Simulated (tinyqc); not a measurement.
Ideality, resistance and saturation current from three points.

Inverse problem. Well above I0 a diode obeys V = n Vt ln(I/I0) + Rs I. Find n, Rs and I0.

Parameters, values chosen for the exercise: temperature T = 300 K.

Constants: q = 1.602176634e-19 C, kB = 1.380649e-23 J/K, Vt = kB T/q. Results are converted to the units shown.

I (A): [0.00065, 0.0083, 0.11]
V (V): [0.46542198, 0.55731646, 0.85721688]

Answer. The equation is linear in a = n Vt, Rs and c = -a ln I0; three points give a 3 x 3 system.

n = 1.14
Rs = 2.20 ohm
I0 = 9.45e-11 A

Computed by the program tinyqc: `OMP_NUM_THREADS=1 python tinyqc.py 2640003 2640004 out.jsonl`, one thread of a shared Intel Xeon 2.30GHz, about 0.01 s for the whole run.
